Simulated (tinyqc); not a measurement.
Implant damage, amorphisation by cascade overlap, and solid-phase epitaxial regrowth: one step, computed by the program tinyqc. Command: `OMP_NUM_THREADS=1 python tinyqc.py 3113797 3113798 out.jsonl sper walk`. One thread of a shared host (Intel(R) Xeon(R) Processor @ 2.30GHz), about 0.01 s of CPU time with the checks.

Range and width of the damage are inputs. Dynamic annealing enters only through the surviving share f.

Problem. Isothermal regrowth. v = v0 x orientation factor x exp(-E_a/(k_B T)) x [1 + (enhancement - 1) exp(-(z - R_d)^2/(2 s_d^2))], T = anneal temperature + 273.15 K; the dopant is taken to follow the damage profile; the lower front moves from the lower edge z2 to the surface, or to the middle (z1 + z2)/2 of a buried layer with upper edge z1; time = int dz/v; the equivalent undoped distance is that time times the undoped velocity.

Inputs (values chosen for the exercise, modelled on germanium ions in silicon):
```
quantity                           value  unit
depth of the damage peak R_d          38    nm
width of the damage profile s_d       21    nm
regrowth prefactor v0            5.3e+15  nm/s
regrowth energy E_a                 2.71    eV
anneal temperature                   619     C
rate relative to (100)                 1     -
peak enhancement by the dopant        12     -
```

lower edge = 71.10119 nm

upper edge = 4.898810 nm

Constants: k_B = 8.617333262e-05 eV/K.

Give: undoped velocity; distance to regrow; time without enhancement; equivalent undoped distance; time with enhancement.

Solution.

undoped velocity = 2.603 nm/s

distance to regrow = 33.10 nm

time without enhancement = 12.72 s

equivalent undoped distance = 4.190 nm

time with enhancement = 1.610 s

The rate doubles for each 18 K or so near this temperature.
